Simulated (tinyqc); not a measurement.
# Worked calculation: input admittance of a MOSFET at zero drain bias: distributed channel and distributed gate

Numbers from tinyqc (`OMP_NUM_THREADS=1 python tinyqc.py 2262060 2262061 out.jsonl`; about 0.01 s on one thread of a shared Intel Xeon 2.30GHz). Printed values are rounded.

Source and drain grounded, strong inversion, w = 2 pi f, Cox = eps0 eox/tox. The channel is an RC line of resistance 1/(mu Cox Vo) per square fed from both ends, so one finger has the intrinsic admittance y = i w Cox L tanh(g)/g per width, g = (1/2) sqrt(i w tau), tau = L^2/(mu Vo). The vertical resistance rv/L is in series with y, the overlaps 2 i w Cov in parallel: y_t = 1/(1/y + rv/L) + 2 i w Cov. The gate strip is a line of Rsh/L per length loaded by y_t, so a finger has Y = y_t Wf tanh(k)/k, k = (Wf/sd) sqrt(y_t Rsh/L); the device has Nf Y.

Values chosen for this exercise; values of the order met in silicon radio-frequency transistors:
```
symbol  value        unit                                                               meaning
eox      22.4              relative permittivity of the gate insulator (close to hafnium oxide)
tox        13          nm                                                   insulator thickness
L        0.25          um                                                        channel length
Wf        2.5          um                                                          finger width
Nf         16                                                                 number of fingers
mu        250  cm^2/(V s)                                                      channel mobility
Vo       0.68           V                                                        gate overdrive
Rsh        28  ohm/square                                          sheet resistance of the gate
rv          0    ohm um^2                                vertical resistivity of the gate stack
sd          1                                     number of ends at which a finger is contacted
Cov      0.38       fF/um                           overlap and fringe capacitance on each side
f          67         GHz                                                             frequency
```

Constants: eps0 = 8.8541878128e-14 F/cm where lengths are in cm. Results are converted to the units shown.

## Low-frequency resistances and capacitance

Low-frequency limits, with c = Cox L and ct = c + 2 Cov: R_strip = Rsh Wf/(3 sd^2 L Nf), R_ch = (c/ct)^2 L/(12 mu Cox Vo Wf Nf), R_vert = (c/ct)^2 rv/(L Wf Nf), C = ct Wf Nf.

parts (ohm): strip 5.83333, channel 1.39627, vertical 0
sum = 7.22960 ohm
C = 182.964 fF
1/(2 pi R C) = 120.320 GHz

The strip term is the largest, 80.7 % of the sum.

## Admittance of the channel and stack per width

tau, g, c = Cox L, y and y_t as defined.

tau = 3.67647 ps
g = 0.439843+0.439843i
c = 3.81411 fF/um
y = 202.19+1574.36i uS/um
y_t = 202.19+1894.30i uS/um

w tau = 1.55, and Im y is 0.981 of w c.

## Input impedance of the device

k and Y as defined; Z = 1/(Nf Y) = R + 1/(i w C); Q = |Im Z|/R; signal at the point farthest from a contact |1/cosh k|.

k = 0.858799+0.772013i
Nf Y = 30.3906+57.8835i mS
R = 7.11042 ohm
C = 175.402 fF
Q = 1.90465
signal at the far point = 0.830157

R is 1.6 % below its low-frequency limit and C is 4.1 % below its own.
